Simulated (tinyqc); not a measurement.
Inside a calculation. Model: shallow acceptor in the spherical model (Baldereschi-Lipari), strong spin-orbit limit. Computed by tinyqc, a small Python program that keeps every step. Command: `OMP_NUM_THREADS=1 python tinyqc.py 3015902 3015903 out.jsonl acceptor walk`. One thread of a shared host (Intel(R) Xeon(R) Processor @ 2.30GHz), about 0.01 s of CPU time with the checks. Intermediate numbers are printed to about 6 digits and carried at full precision; extremes and crossings named in words are read from the listed rows.

The 1S(3/2) state has an s envelope f(r) and a d envelope g(r). In effective units they obey -(f'' + 2f'/r + 2f/r) + mu (g'' + 5g'/r + 3g/r^2) = E f and -(g'' + 2g'/r - 6g/r^2 + 2g/r) + mu (f'' - f'/r) = E g. The cubic term, the split-off band and the central cell are left out.

Inputs (values chosen for the exercise, modelled on InP):

| quantity | value | unit |
|---|---|---|
| Luttinger gamma_1 | 5.01 | - |
| Luttinger gamma_2 | 1.55 | - |
| Luttinger gamma_3 | 2.12 | - |
| dielectric constant eps | 12.3 | - |
| spin-orbit gap Delta_so | 110 | meV |
| functions per channel n | 2 | - |
| smallest exponent zeta_1 | 1.1 | 1/a* |
| ratio beta of exponents | 2.6 | - |

Constants: Ry = 13.605693123 eV; a_0 = 0.529177210903 angstrom.

## Effective units and couplings

Ry* = Ry/(gamma_1 eps^2), a* = a_0 eps gamma_1, mu = (6 gamma_3 + 4 gamma_2)/(5 gamma_1), delta = (gamma_3 - gamma_2)/gamma_1; spherical masses 1/(gamma_1 (1 - mu)) (heavy) and 1/(gamma_1 (1 + mu)) (light).

Ry* = 17.9503 meV

a* = 32.6095 angstrom

mu = 0.755289

delta = 0.113772

heavy-hole mass = 0.815661 m_0

light-hole mass = 0.113714 m_0

## Matrices in a small basis

zeta_i = zeta_1 beta^(i-1), i = 1..n, in both channels. Basis: f_i = exp(-zeta_i r), g_i = r exp(-zeta_i r), weight r^2 dr, s = zeta_i + zeta_j. S_ff = 2/s^3, H_ff = zeta_i zeta_j S_ff - 2/s^2; S_gg = 24/s^5, H_gg = 8/s^3 + 24 zeta_i zeta_j/s^5 - 12/s^4; H(f_i, g_j) = mu (6 zeta_i^2/s^4 + 2 zeta_i/s^3); S_fg = 0. Each function is normalised by sqrt(S_ii).

H (Ry*):
```
           f1         f2       g1       g2
f1      -0.99  -0.585150  1.31910  1.80799
f2  -0.585150     2.4596  3.12289  8.91712
g1    1.31910    3.12289  1.72333  3.68798
g2    1.80799    8.91712  3.68798  16.2257
```

S:
```
         f1       f2       g1       g2
f1  1.00000  0.71886  0.00000  0.00000
f2  0.71886  1.00000  0.00000  0.00000
g1  0.00000  0.00000  1.00000  0.57686
g2  0.00000  0.00000  0.57686  1.00000
```

## Lowest level in the small basis

H c = E S c with c^T S c = 1 and the largest component positive; the d weight is the part of the norm in g.

E = -2.12947 Ry*

coefficients: f1 0.183646, f2 0.722620, g1 -0.269739, g2 -0.296895

d weight = 0.253301

## Converged levels

Large basis: zeta_i = 0.08 x 1.55^(i-1), i = 1..20 in each channel; overlap eigenvalues below 1e-11 are dropped. Binding energies are -E Ry*; the mass that fits is E(1S) eps^2/Ry.

1S(3/2) binding in Ry* = 2.18251

1S(3/2) binding energy = 39.1769 meV

2S(3/2) binding energy = 11.6115 meV

d weight of 1S(3/2) = 0.263006

Hydrogenic mass that fits = 0.435631 m_0

The small basis recovers 97.6 % of the binding. The ratio 2S/1S is 0.296 against the hydrogenic 0.25. The fitted mass is 53 % of the heavy-hole mass. Caution: the binding exceeds a fifth of the spin-orbit gap Delta_so, so the split-off band, left out, matters.

## One mass for the acceptor?

Hydrogenic binding Ry m/eps^2; the density-of-states mass is (m_H^(3/2) + m_L^(3/2))^(2/3); errors are against the large basis.

1S binding energy:

| mass | value (m_0) | binding (meV) | error (%) |
|---|---|---|---|
| light hole | 0.113714 | 10.2264 | -73.8968 |
| 1/gamma_1 | 0.199601 | 17.9503 | -54.1813 |
| mean of heavy and light | 0.464687 | 41.7899 | 6.6698 |
| heavy hole | 0.815661 | 73.3534 | 87.2364 |
| density of states | 0.843726 | 75.8773 | 93.6789 |

The coupled result, 39.18 meV, lies between the 1/gamma_1 value (no coupling) and the heavy-hole value; the closest single rule here is "mean of heavy and light", off by +6.7 %.

## Binding against mu

The formulas are those given above.

1S(3/2):

| mu | binding (Ry*) | d weight | binding x (1 - mu) |
|---|---|---|---|
| 0.10 | 1.00907 | 0.004236 | 0.908167 |
| 0.23 | 1.05016 | 0.022555 | 0.808620 |
| 0.45 | 1.22757 | 0.088297 | 0.675163 |
| 0.50 | 1.29854 | 0.109789 | 0.649270 |
| 0.76 | 2.21734 | 0.266591 | 0.532162 |
| 0.80 | 2.58020 | 0.298280 | 0.516040 |
| 0.90 | 4.76833 | 0.388180 | 0.476833 |
| 0.95 | 9.14465 | 0.440016 | 0.457233 |

The binding grows from 1.009 to 9.14 Ry*, slowly at first (second order in mu), while the d weight rises to 0.44. The last column, the binding in units of the heavy-hole Rydberg, falls to 0.457, towards about 0.44 as mu tends to 1.

Checks made by the program: mu = 0 against hydrogen, 1 and 1/4 (relative difference 4e-06); the coupling element from the adjoint operator (relative difference below 1e-10).
